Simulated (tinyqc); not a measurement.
All approximations against the coupling: Froehlich polaron in a polar crystal. Computed by tinyqc, a small Python program. Command: `OMP_NUM_THREADS=1 python tinyqc.py 3024327 3024328 out.jsonl frohlich walk`. One thread of a shared host (Intel(R) Xeon(R) Processor @ 2.30GHz), about 0.05 s of CPU time with the checks.

One electron in a parabolic band of mass m*, coupled to dispersionless LO phonons in the continuum model. Energies are in units of hbar omega unless marked, wave numbers in k_0 = sqrt(2 m* omega/hbar).

Inputs (values chosen for the exercise, for a model crystal):
```
quantity,value,unit
band mass m*,0.467,m_0
LO phonon energy hbar omega,87.9,meV
eps_inf,8.61,-
static dielectric constant eps_s,37.2,-
electron wave number k/k_0,0.67,-
```

Constants: hbar^2/(2 m_0) = 3.80998212 eV angstrom^2; e^2/(4 pi eps_0) = 14.39964548 eV angstrom.

Method:
- 1/eps* = 1/eps_inf - 1/eps_s; k_0 = sqrt(2 m* omega/hbar) = sqrt(m* hbar omega / (hbar^2/(2 m_0))) with m* in m_0; alpha = (e^2/(4 pi eps_0)) k_0/(2 eps* hbar omega); polaron length 1/k_0.
- Feynman's bound: E(v, w) = 3 (v - w)^2/(4 v) - (alpha v/sqrt(pi)) int_0^infinity e^-u D(u)^(-1/2) du, D = w^2 u + ((v^2 - w^2)/v)(1 - e^(-v u)); integrals by 80 Gauss-Legendre points in s from 0 to 1 with u = 40 s^2.
- Minimise over v > w > 0 (simplex search); mass m_p/m* = 1 + (alpha v^3/(3 sqrt(pi))) int u^2 e^-u D^(-3/2) du.
- Other columns: second order -alpha; Landau-Pekar Gaussian -alpha^2/(3 pi); Lee-Low-Pines mass 1 + alpha/6. The polaron energy in meV uses the given hbar omega.

coupling constant alpha = 0.758914

Energies (hbar omega) and masses (m*):
```
alpha,second order,Gaussian,Feynman,Feynman (meV),"mass, LLP","mass, Feynman",v,w
0.19,-0.19,-0.0038303,-0.19045,-16.741,1.0317,1.033,3.02,2.98
0.38,-0.38,-0.015321,-0.38182,-33.562,1.0633,1.067,3.04,2.95
0.76,-0.76,-0.061285,-0.76743,-67.457,1.1267,1.143,3.08,2.9
1.2,-1.2,-0.15279,-1.2190,-107.15,1.2,1.243,3.13,2.84
3.7,-3.7,-1.4526,-3.9140,-344.04,1.6167,2.33,3.58,2.43
6.7,-6.7,-4.7630,-7.6752,-674.65,2.1167,11.36,5.4,1.68
9.7,-9.7,-9.9833,-12.866,-1131.0,2.6167,94.97,11.7,1.23
13,-13,-17.931,-20.791,-1827.5,3.1667,412.8,22.2,1.11
```

What does the comparison show, and why?

All three energies are upper bounds (-alpha through the Lee-Low-Pines state), and the Feynman value is the lowest in every row. It lies within 5 % of -alpha up to alpha = 1.2; at alpha = 13 it is 1.16 times the Gaussian value, whose alpha^2 law it approaches with a constant shift of about -3 ln 2 - 3/4 = -2.83 (here -2.86). The mass stays within 10 % of 1 + alpha/6 up to alpha = 1.2 and reaches 413 m* in the last row; w falls from 2.98 towards 1 while v grows to 22.2.

Extremes, crossings and ranges named in words are read from the listed rows.
